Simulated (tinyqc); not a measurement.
Worked calculation: optical gain and spontaneous emission in a bulk direct-gap semiconductor. Values are carried at full precision from step to step, so a last printed digit may differ when a step is redone from the rounded ones.

F_j(eta) = (1/Gamma(j + 1)) integral_0^infinity x^j dx/(1 + exp(x - eta)), which tends to exp(eta) for eta << 0.

Quasi-Fermi levels: n = Nc F_1/2(Fc/kT) and p = Nv F_1/2(Fv/kT), Fc counted up from the conduction edge and Fv down from the valence edge; Nc, Nv from N = 2 (m kB T/(4 pi c))^(3/2) with c = hbar^2/2m0, in 1/angstrom^3; times 1e24 for 1/cm^3, with me and (mhh^(3/2) + mlh^(3/2))^(2/3).

Constants: hbar^2/2m0 = 3.80998211 eV angstrom^2; kB = 8.617333262e-05 eV/K; fine-structure constant alpha = 0.007297352564; hbar = 6.58211957e-16 eV s; hbar c = 1973.269805 eV angstrom.

Values chosen for the exercise (near those of InP; not measured data): me = 0.0819 m0 (electron mass); mhh = 0.59 m0 (heavy-hole mass); mlh = 0.0863 m0 (light-hole mass); n = 4.9e+18 1/cm^3 (injected density, n = p); T = 350 K; Eg = 1.365 eV (direct gap); Ep = 21.3 eV (Kane energy); nr = 3.34 (refractive index); E = 1.465 eV (photon energy).

## Quasi-Fermi levels

Solve for Fc and Fv.

kT = 0.030161 eV
Nc = 7.412e+17 1/cm^3
Nv = 1.513e+19 1/cm^3
Fc = 0.1220 eV
Fv = -0.0306 eV
Fc + Fv = 0.0914 eV

The separation of the quasi-Fermi levels exceeds the gap, so photons between Eg and Eg + (Fc + Fv) see gain. The quasi-Fermi level of the electrons lies inside the band, that of the holes in the gap.

## Absorption of the empty crystal

Parabolic bands, vertical transitions, no excitons. For each hole band j: mr = me mj/(me + mj); joint density of states J_j(E) = (mr/c)^(3/2) sqrt(E - Eg)/(2 pi^2), both spins, c = hbar^2/2m0; averaged matrix element |e.p|^2 = m0 Ep/6; alpha_j(E) = 4 pi^2 alpha_f c Ep J_j/(3 nr E) in 1/angstrom (alpha_f the fine-structure constant, listed as alpha among the constants), times 1e8 for 1/cm.

Evaluate at E for heavy and light holes.

mr, J and alpha of each hole band:
```
hole   mr (m0)  J (1/(eV angstrom^3))  alpha (1/cm)
heavy  0.07192              4.155e-05        6616.9
light  0.04202              1.856e-05        2955.4
```

The heavy-hole band gives 69 % of the total, 9572 1/cm.

## Occupations and gain at E

For band j the electron sits at Ee = (E - Eg) mr/me above its edge and the hole at Eh = (E - Eg) mr/mj; fe = 1/(1 + exp((Ee - Fc)/kT)), fh = 1/(1 + exp((Eh - Fv)/kT)); gain g = sum_j alpha_j (fe + fh - 1).

Use mr and alpha from the table.

Energies, occupations and gain of each hole band:
```
hole   Ee (eV)  Eh (eV)     fe     fh  g (1/cm)
heavy   0.0878   0.0122  0.757  0.195      -320
light   0.0513   0.0487  0.912  0.067       -60
```

total gain = -380 1/cm

E - Eg = 0.1000 eV is above Fc + Fv = 0.0914 eV, so both bands give loss (Bernard-Duraffourg).

## Spontaneous emission

Spontaneous rate: R = integral of (nr E/(hbar c))^2/(pi^2 hbar) sum_j alpha_j fe fh dE, with alpha in 1/cm and (nr E/(hbar c))^2 in 1/cm^2 (1e16 per 1/angstrom^2); B = R/(n p); lifetime n/R.

Integrate over photon energy.

R = 1.76e+27 1/(cm^3 s)
B = 7.35e-11 cm^3/s
radiative lifetime = 2.78 ns

## Checks

- B at n = 1e13 1/cm^3 against the van Roosbroeck-Shockley value from alpha and ni^2 (cm^3/s): both 1.14e-10.

(tinyqc, `OMP_NUM_THREADS=1 python tinyqc.py 1650225 1650226 out.jsonl`, Intel(R) Xeon(R) Processor @ 2.30GHz, 1 thread, shared host, about 0.08 s.)
